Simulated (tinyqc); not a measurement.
CIS and TDHF on RHF in the sto-3g basis, for HeH+, spin multiplicity 1, step by step. One step of it, computed by the program tinyqc.

Problem. CIS matrix, triplets. A(ia,jb) = (e_a - e_i) d_ij d_ab - (ij|ab).

orbital energies (hartree): MO1 -1.544236, MO2 -0.251079

Two-electron integrals over orbitals (pq|rs), unique and non-zero (hartree):
```
p,q,r,s,(pq|rs)
1,1,1,1,0.944094
2,1,1,1,-0.175109
2,1,2,1,0.130928
2,2,1,1,0.611230
2,2,2,1,0.053445
2,2,2,2,0.747883
```

Give: CIS matrix A, triplet.

Solution.

CIS matrix A, triplet (hartree):
```
,1>2
1>2,0.6819
```
